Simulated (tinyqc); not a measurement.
Inside a calculation: Kane-Mele model of a buckled honeycomb layer in a normal field. Values are carried at full precision from step to step, so a last printed digit may differ when a step is redone from the rounded ones.

Sublattices A and B lie at +/-b, so the field gives them the energies +/-D, D = e b Ez (in eV for b in angstrom and Ez in V/angstrom); 2 lam is the gap at zero field. Near the valleys tau = +/-1, for spin sz = +/-1: H = hbar v (tau qx sx + qy sy) + m sz_AB with m = D - tau sz lam, hbar v = (sqrt3/2) a t. On the lattice the spin-orbit term is the second-neighbour hopping i (lam/3 sqrt3) nu sz, nu = +/-1 by the sense of the turn. The filled band of one cone contributes tau sign(m)/2 to the Chern number, in the sense Omega = curl of i<u|grad u>. Rashba terms are left out.

Constants: hbar^2/2m0 = 3.80998211 eV angstrom^2.

Inputs chosen for the exercise: a = 3.01 angstrom (lattice constant); t = 0.96 eV (hopping); lam = 0.12 eV (spin-orbit half gap); b = 0.33 angstrom (half the buckling height); Ez = 0.1 V/angstrom (normal field at the atoms, after screening; 0.01 is 1 MV/cm, and gates reach some 0.05); q = 0.0037 1/angstrom (distance from K along x).

## The four Dirac masses

Form D, hbar v, and for each flavour m, the gap 2|m|, the band mass 2c|m|/(hbar v)^2 with c = hbar^2/2m0, and the share of the Chern number.

D = 33.000 meV
hbar v = 2.5025 eV angstrom

Flavours:

| tau | sz | m (meV) | gap (meV) | mass (m0) | share of C |
|---|---|---|---|---|---|
| 1 | 1 | -87.000 | 174.000 | 0.10586 | -0.5 |
| 1 | -1 | 153.000 | 306.000 | 0.18617 | 0.5 |
| -1 | 1 | 153.000 | 306.000 | 0.18617 | -0.5 |
| -1 | -1 | -87.000 | 174.000 | 0.10586 | 0.5 |

## Invariants

C(up) and C(down) are the sums over valleys; spin Chern number (C(up) - C(down))/2; valley number, the sum for tau = +1 less that for tau = -1; Z2 index |C(up)| mod 2; critical field lam/b.

C(up), C(down): -1  1

spin Chern number = -1
valley number = 0
Z2 = 1
critical field = 0.3636 V/angstrom

|D| < lam: the masses of one spin have opposite signs in the two valleys, a quantum spin Hall insulator.

## Levels and curvature at distance q

E = sqrt(m^2 + (hbar v q)^2); curvature of the filled band Omega = tau (hbar v)^2 m/(2 E^3).

At q:

| tau | sz | E (meV) | Omega (angstrom^2) |
|---|---|---|---|
| 1 | 1 | 87.491 | -406.8 |
| 1 | -1 | 153.280 | 133.0 |
| -1 | 1 | 153.280 | -133.0 |
| -1 | -1 | 87.491 | 406.8 |

In each valley the two spins differ by 65.789 meV, with opposite order in the other valley.

## Checks

- Curvature formula against a plaquette: both -406.8.

Program tinyqc; command `OMP_NUM_THREADS=1 python tinyqc.py 1452504 1452505 out.jsonl`; about 0.01 s on one thread of a shared Intel(R) Xeon(R) Processor @ 2.30GHz.
